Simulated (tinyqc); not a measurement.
# Surface potential of a MOS transistor: implicit equation and explicit approximations, step by step

Numbers from tinyqc (`OMP_NUM_THREADS=1 python tinyqc.py 2122064 2122065 out.jsonl`; about 0.01 s on one thread of a shared Intel Xeon 2.30GHz). Printed values are rounded.

p-type body, charge-sheet picture, depletion and inversion only, full ionisation (an idealisation for deep acceptors), Boltzmann statistics (rough once Na exp(x - xn) passes about Nc/7). In units of Vt: xg = (Vg - Vfb)/Vt, x = psi/Vt, G = gamma/sqrt(Vt), xn = (2 phiF + Vc)/Vt. The implicit equation is (xg - x)^2 = G^2 [x - 1 + exp(x - xn)] for x above about 3. Cox = eps0 eox/tox.

Inputs (values chosen for the exercise); band and dielectric values close to those of silicon:
- T = 400 K (temperature)
- Eg = 1.14 eV (band gap)
- eps_r = 11.9 (relative permittivity)
- Nc = 4.23e19 cm^-3 (conduction-band density of states at T)
- Nv = 4.08e19 cm^-3 (valence-band density of states at T)
- eox = 24.8 (relative permittivity of the gate insulator (close to zirconium oxide))
- tox = 3.6 nm (insulator thickness)
- Na = 7.9e17 cm^-3 (acceptor density)
- Vfb = -0.78 V (flat-band voltage)
- Vc = 0 V (channel-body voltage)
- Vg = 0.14 V (gate-body voltage)

Constants: q = 1.602176634e-19 C, kB = 1.380649e-23 J/K, Vt = kB T/q, eps0 = 8.8541878128e-14 F/cm where lengths are in cm. Results are converted to the units shown.

## Scales

ni = sqrt(Nc Nv) exp(-Eg/(2 Vt)), Eg in volts; phiF = Vt ln(Na/ni); gamma = sqrt(2 q eps0 eps_r Na)/Cox; VT = Vfb + Vt (xn + G sqrt(xn - 1)).

phiF = 0.4334168 V
gamma = 0.08467080 V^0.5
G = 0.4560550
xn = 25.14796
VT = 0.1640821 V
xg = 26.69039

## Explicit approximation

Depletion value a = 1 + [sqrt(G^2/4 + xg - 1) - G/2]^2; inversion value b = xn + ln[(xg - xn)^2/G^2 - xn + 1] and first guess y = min(a, b) - ln(1 + exp(-|a - b|)) if a > xn + 1, else b = y = a; one second-order correction with D = exp(y - xn), p = 2 (xg - y) + G^2 (1 + D), w = (xg - y)^2 - G^2 (y - 1 + D): z = y + 2 w/(p + sqrt(p^2 - 2 (2 - G^2 D) w)), or the Newton step z = y + w/p where the root is not real.

a = 24.48050
b = 24.48050
y = 24.48050
p = 4.734467
w = -0.1066987
z = 24.45806

The root of the implicit equation is x = 24.4581; y misses it by 0.022 and z by -4.2e-8, in units of Vt.

## Starting value

x = y rounded to two decimals.

x at the start = 24.48

## Iteration 1: new x

D = exp(x - xn), f = (xg - x)^2 - G^2 (x - 1 + D), f' = -2 (xg - x) - G^2 (1 + D), x(new) = x - f/f'.

D = 0.5127521
f = -0.1043294
f' = -4.735415
x after iteration 1 = 24.45797

## Iteration 2: new x

As before.

D = 0.5015788
f = 4.597037e-4
f' = -4.777154
x after iteration 2 = 24.45806

## Iteration 3: new x

As before.

D = 0.5016271
f = 8.777109e-9
f' = -4.776972
x after iteration 3 = 24.45806

## Course of the iteration

Stop when the step is below 1e-11, or after 60 iterations.

Course of the iteration:
```
iteration	x before the step	step
1	24.48	-0.0220
2	24.45797	9.62e-5
3	24.45806	1.84e-9
4	24.45806	0
```

Converged in 4 iterations.

## Potential, charges and gate control

converged x = 24.45806

psi = Vt x; N_dep = Cox Vt G sqrt(x - 1)/q; N_inv = (Cox Vt G/q) [sqrt(x - 1 + exp(x - xn)) - sqrt(x - 1)]; dpsi/dVg = 1/[1 + G^2 (1 + exp(x - xn))/(2 (xg - x))].

psi = 0.8430532 V
N_dep = 2.898570e12 cm^-2
N_inv = 3.0828e10 cm^-2
dpsi/dVg = 0.9346202

psi lies 0.69 Vt below 2 phiF + Vc.
